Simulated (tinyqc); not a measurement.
Electrons shared among three sets of ellipsoidal valleys: sweeps and comparisons. A value that a table varies takes the place of the one given here.

F_j(eta) = (1/Gamma(j + 1)) integral_0^infinity x^j dx/(1 + exp(x - eta)), which tends to exp(eta) for eta << 0.

Sets X, L, Gamma: N_i = M_i times N = 2 (m kB T/(4 pi c))^(3/2) with c = hbar^2/2m0, in 1/angstrom^3; times 1e24 for 1/cm^3, m = (ml mt^2)^(1/3); n = sum_i N_i F_1/2((EF - dE_i)/kT), energies from the edge of the first set; mu_drift = sum of share times mobility.

Constants: hbar^2/2m0 = 3.80998211 eV angstrom^2; kB = 8.617333262e-05 eV/K.

Values chosen for the exercise (masses and offsets near those of AlAs; mobilities are free inputs, held fixed; not measured data):

| symbol | value | unit | meaning |
|---|---|---|---|
| dE | (0, 0.253, 0.688) | eV | edges of X, L, Gamma above the first |
| M | (3, 4, 1) |  | valleys in each set |
| ml | (1.002, 1.339, 0.148) | m0 | longitudinal masses of X, L, Gamma |
| mt | (0.2265, 0.1512, 0.148) | m0 | transverse masses |
| mu | (280, 390, 1300) | cm^2/(V s) | mobility of each set |
| n | 2.1e+16 | 1/cm^3 | total electron density |
| T | 400 | K |  |

## Transfer between valleys with temperature

Offsets, masses and mobilities are held fixed; n is fixed too, so the high values of T stand for hot electrons, not for the lattice.

Populations:

| T (K) | EF (eV) | share X | share L | share Gamma | mu_drift |
|---|---|---|---|---|---|
| 77 | -0.0309 | 1.0000 | 0.0000 | 0.0000 | 280 |
| 150 | -0.0732 | 1.0000 | 0.0000 | 0.0000 | 280 |
| 300 | -0.1732 | 0.9999 | 0.0001 | 0.0000 | 280 |
| 450 | -0.2835 | 0.9985 | 0.0015 | 0.0000 | 280 |
| 600 | -0.4006 | 0.9923 | 0.0077 | 0.0000 | 281 |
| 900 | -0.6505 | 0.9621 | 0.0379 | 0.0000 | 284 |
| 1200 | -0.9167 | 0.9181 | 0.0818 | 0.0001 | 289 |
| 2000 | -1.6821 | 0.8074 | 0.1914 | 0.0012 | 302 |

What can be read from the table?

The share of X goes from 1.000 to 0.807 and the mean mobility from 280 to 302 cm^2/(V s). X holds more than L throughout. The share of Gamma is at most 0.0012.

## Transfer between valleys with doping

Parabolic valleys; band tails and gap narrowing are left out.

Populations:

| n (1/cm^3) | EF (eV) | share X | share L | share Gamma | mu_drift |
|---|---|---|---|---|---|
| 1.0e+16 | -0.2714 | 0.9993 | 0.0007 | 0.0000 | 280 |
| 1.0e+17 | -0.1920 | 0.9993 | 0.0007 | 0.0000 | 280 |
| 1.0e+18 | -0.1122 | 0.9993 | 0.0007 | 0.0000 | 280 |
| 3.0e+18 | -0.0734 | 0.9993 | 0.0007 | 0.0000 | 280 |
| 1.0e+19 | -0.0287 | 0.9992 | 0.0008 | 0.0000 | 280 |
| 3.0e+19 | 0.0182 | 0.9990 | 0.0010 | 0.0000 | 280 |
| 1.0e+20 | 0.0900 | 0.9976 | 0.0024 | 0.0000 | 280 |

How do the results move?

The share of X stays near 0.999, so the mean mobility hardly moves. X holds more than L throughout. The share of Gamma is at most 6.4e-10.

## Moving the second set by strain or alloying

The second entry of dE is replaced by the values listed; a negative value puts that set lowest.

Populations:

| offset (eV) | EF (eV) | share X | share L | share Gamma | mu_drift |
|---|---|---|---|---|---|
| -0.100 | -0.3486 | 0.0507 | 0.9493 | 0.0000 | 384 |
| -0.050 | -0.3039 | 0.1856 | 0.8144 | 0.0000 | 370 |
| 0.000 | -0.2702 | 0.4929 | 0.5071 | 0.0000 | 336 |
| 0.025 | -0.2598 | 0.6675 | 0.3325 | 0.0000 | 317 |
| 0.050 | -0.2533 | 0.8056 | 0.1944 | 0.0000 | 301 |
| 0.100 | -0.2477 | 0.9465 | 0.0535 | 0.0000 | 286 |
| 0.150 | -0.2463 | 0.9869 | 0.0131 | 0.0000 | 281 |
| 0.200 | -0.2459 | 0.9969 | 0.0031 | 0.0000 | 280 |
| 0.300 | -0.2458 | 0.9998 | 0.0002 | 0.0000 | 280 |

How do the results move?

The share of X goes from 0.051 to 1.000 and the mean mobility from 384 to 280 cm^2/(V s). X and L hold equal numbers between offset = 0 and 0.025 eV. The share of Gamma is at most 1.8e-10. With Boltzmann statistics the first two sets are equal at kT ln(N_2/N_1) = 0.0010 eV.

## What moves the populations

All else solved anew. Each row changes one parameter from the base and keeps the others.

Results:

| case | EF (eV) | share X | share L | share Gamma | mu_drift (cm^2/(V s)) |
|---|---|---|---|---|---|
| base | -0.2458 | 0.9993 | 0.0007 | 0.0000 | 280 |
| T = 450 K | -0.2835 | 0.9985 | 0.0015 | 0.0000 | 280 |
| n = 6.3e+16 1/cm^3 | -0.2080 | 0.9993 | 0.0007 | 0.0000 | 280 |
| dE = (0, 0.2024, 0.688) eV | -0.2459 | 0.9971 | 0.0029 | 0.0000 | 280 |
| mt = (0.2265, 0.1814, 0.148) m0 | -0.2459 | 0.9992 | 0.0008 | 0.0000 | 280 |
| ml = (1.002, 1.6068, 0.148) m0 | -0.2459 | 0.9993 | 0.0007 | 0.0000 | 280 |
| mu = (336, 390, 1300) cm^2/(V s) | -0.2458 | 0.9993 | 0.0007 | 0.0000 | 336 |

What does this show?

The largest shifts from the base row, up to three for each result and ties (the steps differ in size, so this ranks the rows, not the parameters). EF (eV): n +0.0379, T -0.0376, dE -0.0001; unchanged at the printed digits by mu. share X: dE -0.0022, T -0.0008, mt -0.0001; unchanged at the printed digits by n, ml and mu. share L: dE +0.0022, T +0.0008, mt +0.0001; unchanged at the printed digits by n, ml and mu. share Gamma: unchanged at the printed digits by T, n, dE, mt, ml and mu. mu_drift (cm^2/(V s)): mu +56; unchanged at the printed digits by T, n, dE, mt and ml.

Computed by tinyqc, a small Python program: `OMP_NUM_THREADS=1 python tinyqc.py 1652714 1652715 out.jsonl` (the numbers bound the seed that draws the inputs); one thread of a shared host (Intel(R) Xeon(R) Processor @ 2.30GHz), about 0.01 s for the whole set of steps.
